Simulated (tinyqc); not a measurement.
Monte Carlo simulation of one carrier in a uniform electric field: one step, computed by the program tinyqc.

The force e F acts along +z. Flights end at the constant total rate Gamma; the part of Gamma that the real rates do not fill is self-scattering, which leaves k unchanged. One valley, no impurities and no intervalley scattering.

Problem. Scattering event 2. Kane band: hbar^2 k^2/(2 m) = E (1 + alpha E), speed v = hbar k/(m (1 + 2 alpha E)), states per spin, volume and energy g(E) = m k (1 + 2 alpha E)/(2 pi^2 hbar^2); overlap factors are set to 1. Masses are multiplied by m_0 and all formulas are in SI units. Phonon occupation N_q = 1/(exp(hbar w/(k_B T)) - 1). Acoustic deformation potential (elastic, equipartition, absorption and emission together): 1/tau = 2 pi k_B T D_A^2 g(E)/(hbar rho v_l^2). Polar optical, unscreened: W = e^2 w (1/eps_inf - 1/eps_s) m (1 + 2 alpha E') ln|(k + k')/(k - k')| / (4 pi eps_0 hbar^2 k), times N_q for absorption (E' = E + hbar w) and N_q + 1 for emission (E' = E - hbar w > 0), with alpha = 0 for a parabolic band; mean cosine of the angle <cos> = (k^2 + k'^2)/(2 k k') - 1/ln|(k + k')/(k - k')|. Choice: with cumulative rates in the order acoustic, absorption, emission, the process is the first whose sum exceeds r2 Gamma; if none, self-scattering. Final state: E' = E, E + hbar w or E - hbar w gives k'. Isotropic processes: cos(theta) = 1 - 2 r3 from the z axis, phi = 2 pi r4, k' (sin theta cos phi, sin theta sin phi, cos theta). Polar processes: cos(b) = [1 + xi - (1 + 2 xi)^r3]/xi, xi = 2 k k'/(k - k')^2, b from the old direction n; new direction cos b n + sin b (cos phi e1 + sin phi e2), e1 = (z x n)/|z x n|, e2 = n x e1. Use row 2 of the random numbers.

Inputs (values chosen for the exercise, modelled on GaSb):
```
quantity                              value    unit
effective mass m                     0.0396     m_0
non-parabolicity alpha                  1.1    1/eV
static permittivity eps_s              15.7       -
high-frequency permittivity eps_inf    14.4       -
density rho                            5610  kg/m^3
sound velocity v_l                     4190     m/s
acoustic deformation potential D_A      8.2      eV
optical phonon energy hbar w           30.3     meV
lattice temperature T                   300       K
```

Crystal: polar. Band: Kane.

k at the end of the flight (1/nm): -0.3093462  0.0013351  0.1105155

Random numbers (0.02 to 0.98, from up to 60 sets tried for early real events), one row a flight:
```
       r1      r2      r3      r4
1  0.3928  0.4719  0.7221  0.4142
2  0.1955  0.3528  0.4445  0.3495
3  0.6325  0.5109  0.8328  0.2186
4  0.8375  0.2100  0.2427  0.6977
5  0.1399  0.0728  0.6880  0.4622
6  0.3429  0.5603  0.4452  0.5753
7  0.7396  0.8422  0.1940  0.1691
```

Gamma = 7.287177 1e12/s

Constants: hbar = 1.054571817e-34 J s; m_0 = 9.1093837015e-31 kg; e = 1.602176634e-19 C; k_B = 1.380649e-23 J/K; hbar = 6.582119569e-16 eV s; eps_0 = 8.8541878128e-12 F/m; k_B = 8.617333262e-05 eV/K.

Give: cumulative rates; r2 Gamma; process chosen; k after event 2, the start of the next flight.

Solution.

cumulative rates (1e12/s): acoustic 0.282, absorption 1.165, emission 3.415

r2 Gamma = 2.571 1e12/s

Process chosen: emission

k after event 2, the start of the next flight (1/nm): -0.1774  0.0809  0.1814
